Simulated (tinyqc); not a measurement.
Zener tunnelling in a reverse-biased junction, two-band WKB: two steps of the calculation.

Abrupt p-n junction, depletion approximation. Energies E are counted from the conduction-band edge of the neutral n side; its Fermi level lies at dn, that of the p side at dn - V, and the valence-band edge of the neutral p side at Em = dn + dp - V. Tunnelling needs 0 < E < Em. Two-band dispersion with equal masses m: inside the gap kappa = sqrt(m u (1 - u/Eg)/C), u the distance from a band edge, C = hbar^2/(2 m0).

Inputs (values chosen for the exercise); band and dielectric values close to those of In0.53Ga0.47As: temperature T = 200 K; band gap Eg = 0.726 eV; relative permittivity eps_r = 14; conduction-band density of states at 200 K Nc = 1.13e17 cm^-3; valence-band density of states at 200 K Nv = 4.22e18 cm^-3; band-edge mass of the two-band model m = 0.041 m0; acceptor density Na = 8.5e18 cm^-3; donor density Nd = 5.4e17 cm^-3; bias of the p side V = -0.71 V.

Constants: q = 1.602176634e-19 C, kB = 1.380649e-23 J/K, hbar = 1.054571817e-34 J s, m0 = 9.1093837015e-31 kg, Vt = kB T/q, eps0 = 8.8541878128e-14 F/cm where lengths are in cm, hbar^2/(2 m0) = 0.0380998212 eV nm^2. Results are converted to the units shown.

Question 1. Fermi levels and built-in voltage. Nd = Nc F12(dn/Vt), Na = Nv F12(dp/Vt), F12(x) = (2/sqrt(pi)) int_0^infinity sqrt(u)/(1 + exp(u - x)) du; dn = EF - Ec on the n side, dp = Ev - EF on the p side (negative outside the bands); Vbi = Eg + dn + dp.

Wanted: dn; dp; Vbi.

Answer 1.

dn = 0.05437 eV
dp = 0.02402 eV
Vbi = 0.8044 V

Boltzmann statistics would give dn = 0.0270 eV and dp = 0.0121 eV. At zero bias the bands of the two sides overlap by dn + dp.

Question 2. Width, field and exponent. W = sqrt(2 eps0 eps_r (Vbi - V)(1/Na + 1/Nd)/q), mean field F = (Vbi - V)/W, peak field 2 F. In a uniform field F the exponent is S = pi sqrt(m/C) Eg^1.5/(4 F). Transverse energy Et = C kt^2/m raises it to S (1 + 4 Et/Eg), so T = exp(-S) exp(-Et/Eb) with Eb = Eg/(4 S). KJ = (2 q^2/h) m/(4 pi C) (times 1e14 for A/cm^2 per eV^2).

Vbi = 0.80438734 V

Give: W; mean field; S; exp(-S); Eb; tunnelling length Eg/F.

Answer 2.

W = 67.94 nm
mean field = 0.2229 MV/cm
S = 22.61
exp(-S) = 1.517e-10
Eb = 8.028 meV
tunnelling length Eg/F = 32.57 nm

Range of the model: Parabolic densities of states, no band tails and no gap narrowing, all of which matter at such doping.

Numbers from tinyqc (`OMP_NUM_THREADS=1 python tinyqc.py 2620052 2620053 out.jsonl`; about 0.01 s on one thread of a shared Intel Xeon 2.30GHz).
